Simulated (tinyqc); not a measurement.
Flow curve at three pumping speeds: Berg model of reactive sputtering of a nitride or oxide: poisoning, hysteresis and pumping speed. Computed by tinyqc, a small Python program. Command: `OMP_NUM_THREADS=1 python tinyqc.py 3016868 3016869 out.jsonl berg walk`. One thread of a shared host (Intel(R) Xeon(R) Processor @ 2.30GHz), about 0.08 s of CPU time with the checks.

A diatomic gas reacts with bare metal on the target and on the collecting surfaces; ions remove metal and compound from the target. theta_t and theta_c are the compound fractions.

Inputs (values chosen for the exercise, close to those used for titanium nitride):
```
quantity                         value     unit
ion current density J              7.7  mA/cm^2
target area A_t                    170     cm^2
collecting area A_c               1800     cm^2
metal yield Y_m                   0.47        -
compound yield Y_c                0.15        -
sticking coefficient alpha        0.58        -
reactive atoms per metal atom z      1        -
gas mass M                          28        u
pumping speed S                    180      l/s
gas temperature T                  300        K
```

Constants: e = 1.602176634e-19 C; u = 1.6605390666e-27 kg; k_B = 1.380649e-23 J/K.

Method. Ion flux j = J/e; gas flux F = P/sqrt(2 pi M k_B T). Target: (2/z) alpha F (1 - theta_t) = j Y_c theta_t. Sputtered flows F_c = j Y_c theta_t A_t, F_m = j Y_m (1 - theta_t) A_t. Collector: (2/z) alpha F (1 - theta_c) A_c + F_c (1 - theta_c) = F_m theta_c. Gas use Q = alpha F [(1 - theta_t) A_t + (1 - theta_c) A_c] + P S/(k_B T); 1 sccm = 4.4780e17 molecules/s. Rate R = F_m + F_c, given relative to j Y_m A_t. P is a single-valued function of the flow Q only if dQ/dP > 0 everywhere: S must exceed k_B T times the steepest fall of the surface terms with P.

pressure of the steepest fall = 0.00308720 Pa

critical pumping speed = 222.908 l/s

Pressure as the free variable:
```
P (Pa)   theta_t  theta_c  relative rate  Q at S_c/4 (sccm)  Q at S_c (sccm)  Q at 2 S_c (sccm)
0.00015  0.06489  0.21439        0.95582             0.8831           0.8966             0.9146
0.00031  0.12542  0.37494        0.91461             1.4796           1.5076             1.5448
0.00062  0.22288  0.57240        0.84825             2.1004           2.1563             2.2308
0.00110  0.33724  0.73382        0.77039             2.4569           2.5561             2.6883
0.00190  0.46778  0.85425        0.68151             2.5532           2.7245             2.9528
0.00310  0.58916  0.92454        0.59887             2.4671           2.7465             3.1191
0.00490  0.69388  0.96261        0.52757             2.3247           2.7663             3.3552
0.00770  0.78079  0.98247        0.46840             2.2044           2.8985             3.8239
0.01200  0.84735  0.99204        0.42308             2.1601           3.2417             4.6839
0.02500  0.92041  0.99798        0.37334             2.3486           4.6020             7.6065
```

What does the comparison show, and why?

At S_c/4 the flow falls with pressure in 4 of the intervals: as the target poisons, less metal arrives to getter the gas. At 2 S_c it rises throughout. Coverages and rate depend on P alone, not on S. The collector converts before the target (theta_c = 0.85 at theta_t = 0.47), since the metal is spread over a larger area and no ions clean it. The rate tends to Y_c/Y_m = 0.319.
